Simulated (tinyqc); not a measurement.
From results back to parameters: band gaps under pressure and temperature from deformation potentials. Three cases, with inputs chosen for the exercise.

Problem. A gap moves by a ln(V/V0) with V/V0 = (1 + Bp P/B0)^(-1/Bp). B0 and the shifts at two pressures are given.

Case 1.

Values chosen (out of a larger set: near those of InAs, the X and L potentials typical of such crystals; not measured data): P12 = (4, 5) GPa (two pressures).

B0 = 57.9000 GPa

shifts at the two pressures (eV): 0.3687075  0.4479956

Case 2.

Values chosen (out of a larger set: near those of GaAs, the X and L potentials typical of such crystals; not measured data): P12 = (2, 10) GPa (two pressures).

B0 = 79.0667 GPa

shifts at the two pressures (eV): 0.2014224  0.8524535

Case 3.

Values chosen (out of a larger set: near those of GaP, the X and L potentials typical of such crystals; not measured data): P12 = (1.5, 8) GPa (two pressures).

B0 = 87.9333 GPa

shifts at the two pressures (eV): 0.1640181  0.7584663

Find: ratio of the shifts; Bp; a.

Solution. The ratio of the shifts, ln(1 + Bp P2/B0)/ln(1 + Bp P1/B0), falls steadily from P2/P1 as Bp grows and so fixes Bp; then a = -shift x Bp/ln(1 + Bp P/B0).

Case 1.

ratio of the shifts = 1.2150
Bp = 4.15
a = -6.07 eV

Case 2.

ratio of the shifts = 4.2322
Bp = 4.11
a = -8.37 eV

Case 3.

ratio of the shifts = 4.6243
Bp = 4.63
a = -9.99 eV

Computed by tinyqc, one run a case: `OMP_NUM_THREADS=1 python tinyqc.py N N+1 out.jsonl` with N = 1080510, 1080536, 1080540; one thread of a shared Intel(R) Xeon(R) Processor @ 2.30GHz, about 0.01 s a run at most.
